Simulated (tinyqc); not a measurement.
FinFET, parasitic resistance, capacitance and delay: two steps of the calculation.

Nf fins under one contact; each has gated perimeter p = 2 Hf + Wf and cross-section A = Hf Wf; contact width Wc = Nf pf, stack height Hs = Hf. Contact length Lc = CPP - Lg - 2 Lsp, shared by two neighbouring gates. Source and drain sides are equal. The formulas are first-order estimates, not field solutions.

Parameters, values chosen for the exercise; values close to those of silicon logic devices: number of fins Nf = 1; fin height Hf = 35 nm; fin width Wf = 6 nm; fin pitch pf = 42 nm; contacted gate pitch CPP = 51 nm; gate length Lg = 16 nm; spacer length Lsp = 7 nm; relative permittivity of the spacer ks = 7; gate height above the channel stack Hc = 15 nm; contact resistivity rc = 1.2e-9 ohm cm^2; resistivity of the source-drain epitaxy re = 0.00034 ohm cm; current-carrying depth of the epitaxy te = 25 nm; resistivity of the extension rx = 0.00043 ohm cm; gate overlap Lov = 2 nm; inversion capacitance Cinv = 3.2 uF/cm^2; wire load Cw = 0.27 fF.

Constants: eps0 = 8.8541878128e-12 F/m. Results are converted to the units shown.

Problem 1. Geometry and resistances. Epitaxy sheet resistance Rsh = re/te, transfer length LT = sqrt(rc/Rsh), contact Rc = [sqrt(rc Rsh)/Wc] coth(Lc/(2 LT)); extension of one fin Rx = rx Lsp/A. Effective width N p; for equal currents one side has Rc + Rx/N.

Find: Lc; effective width; Rsh; LT; Rc; Rx; one side times effective width.

Solution 1.

Lc = 21.00 nm
effective width = 76.00 nm
Rsh = 136.0 ohm
LT = 29.70 nm
Rc = 283.3 ohm
Rx = 143.3 ohm
one side times effective width = 32.43 ohm um

Problem 2. Capacitances. With N fins: gate Cg = Cinv p N Lg; per side, plate Cp = ks eps0 [Wc (Hs + Hc) - N A]/Lsp, top fringe Cf = (2/pi) ks eps0 Wc ln(1 + Lg/(2 Lsp)), overlap Co = Cinv p N Lov. Cs = Cp + Cf + Co. An inverter of two such devices driving an equal one has the load CL = 2 (Cg + 2 Cs) + 4 Cs + Cw (its own drains counted twice for the Miller effect).

Give: Cg; Cp; Cf; Co; CL.

Solution 2.

Cg = 38.91 aF
Cp = 16.73 aF
Cf = 1.263 aF
Co = 4.864 aF
CL = 530.7 aF

The channel capacitance gives 14.7 % of CL, the parasitic parts 34.5 % and the wire 50.9 %.

Computed by the program tinyqc: `OMP_NUM_THREADS=1 python tinyqc.py 2170007 2170008 out.jsonl`, one thread of a shared Intel Xeon 2.30GHz, about 0.02 s for the whole run.
